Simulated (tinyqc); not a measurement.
Rapid thermal processing of a wafer: radiative balance, ramp and cooling, pattern effects, pyrometer error and spike budget: one step, computed by the program tinyqc.

The wafer is opaque and uniform through its thickness unless said otherwise; temperatures in formulas are in kelvin (C + 273.15). sigma = 5.670374419e-12 W/(cm^2 K^4).

Question. Power to hold and to ramp. Effective emissivity between parallel grey plates: eps_eff = 1/(1/eps + 1/(1 - r) - 1). Loss per area q(T) = 2 eps_eff sigma (T^4 - T_w^4) + h (T - T_w). Absorbed power during a ramp = q(T) + C d x ramp rate; thermal time constant tau = C d/(dq/dT), dq/dT = 8 eps_eff sigma T^3 + h; natural cooling rate q/(C d); front-to-back difference under one-sided heating at the end of the ramp = (absorbed power) d/(2 k).

Inputs (values chosen for the exercise, modelled on a hot silicon wafer):
```
quantity                                              value         unit
wafer thickness d                                       625   micrometre
heat capacity per volume C                             2.11   J/(cm^3 K)
thermal conductivity k                                 0.27     W/(cm K)
emissivity eps of each face                            0.62            -
reflectivity of the chamber walls r                    0.19            -
gas heat-transfer coefficient h, both faces together    1.3  mW/(cm^2 K)
wall temperature T_w                                    350            K
process temperature                                     687            C
ramp rate                                               140          K/s
```

Give: eps_eff; holding power q; power at the end of the ramp; dq/dT; time constant tau; natural cooling rate; front-to-back difference.

Answer.

eps_eff = 0.5413

holding power q = 5.918 W/cm^2

power at the end of the ramp = 24.38 W/cm^2

dq/dT = 23.03 mW/(cm^2 K)

time constant tau = 5.725 s

natural cooling rate = 44.88 K/s

front-to-back difference = 2.822 K

Radiation carries 87 % of the loss. The ramp needs 4.1 times the holding power.
